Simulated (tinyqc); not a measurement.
Depth of the donor: donor near an oxide interface in a gate field (two-state model).

Interface at z = 0 (hard wall), donor at z = d, field F pulling electrons to the interface: potential e F z; 1 kV/cm = 1e-5 eV/angstrom, c = hbar^2/2m0, q = e^2/(4 pi eps0), Q = (eps - eo)/(eps + eo). Donor state: E_D = e F d - ED - q Q/(4 eps d), the last term joining the images of ion and electron. Interface state: z exp(-b z/2) exp(-rho^2/(2 L^2)) with E_z = c b^2/(4 mz) + 3 e F/b + q Q b/(8 eps), minimised over b; in the plane at z = 3/b the ion (distance D = d - 3/b) and its image (D' = d + 3/b) give E_rho = c/(mt L^2) - (q/eps)(sqrt(pi)/L)[erfcx(D/L) + Q erfcx(D'/L)], erfcx(x) = exp(x^2) erfc(x), minimised over L. E_I = E_z + E_rho.

The two states couple by t = t0 exp(-D/aD) with t0 = q/(eps aD) (2 aD/L) sqrt(aD b/2) v, v a valley factor; this form is an estimate. With detuning u = E_D - E_I the splitting is sqrt(u^2 + 4 t^2) and the lower state has weight (1 - u/sqrt(u^2 + 4 t^2))/2 on the donor.

Constants: hbar^2/2m0 = 3.80998211 eV angstrom^2; e^2/(4 pi eps0) = 14.39964547 eV angstrom.

Values chosen for the exercise (near those of a donor in Si below SiO2, static dielectric constants; shifted at random, so the results belong to these values and not to a real crystal):

| symbol | value | unit | meaning |
|---|---|---|---|
| ED | 31.7 | meV | bulk binding energy |
| mz | 0.909 | m0 | mass across the interface |
| mt | 0.191 | m0 | mass in the plane |
| eps | 11.2 |  | dielectric constant of the semiconductor |
| eo | 3.9 |  | dielectric constant of the oxide |
| aD | 16.4 | angstrom | donor radius |
| v | 0.46 |  | valley factor |
| dl | (60, 80, 105, 135, 170, 215, 270) | angstrom | depths |

Critical field, and the coupling, E_rho and L at that field.

Results:

| d (angstrom) | critical field (kV/cm) | e F d/ED | t (meV) | E_rho (meV) | L (angstrom) |
|---|---|---|---|---|---|
| 60 | 94.8 | 1.795 | 3.3 | -24.09 | 52 |
| 80 | 65.5 | 1.653 | 0.97 | -18.52 | 64 |
| 105 | 46.9 | 1.553 | 0.21 | -14.42 | 78 |
| 135 | 34.7 | 1.478 | 0.036 | -11.43 | 94 |
| 170 | 26.5 | 1.422 | 0.0046 | -9.22 | 112 |
| 215 | 20.2 | 1.372 | 0.00032 | -7.41 | 133 |
| 270 | 15.6 | 1.330 | 1.3e-05 | -5.99 | 157 |

The critical field falls from 95 to 16 kV/cm, with exponent -1.20 in d, while t drops by a factor 2.6e+05, about e for each 17 angstrom at the end (aD = 16.4). One lattice plane (1.36 angstrom) of misplacement changes t by 8 % and the critical field by about 1.6 % at 105 angstrom.

Run: tinyqc, `OMP_NUM_THREADS=1 python tinyqc.py 1280315 1280316 out.jsonl`; Intel(R) Xeon(R) Processor @ 2.30GHz, one thread, shared host; about 0.07 s of CPU time with all checks.
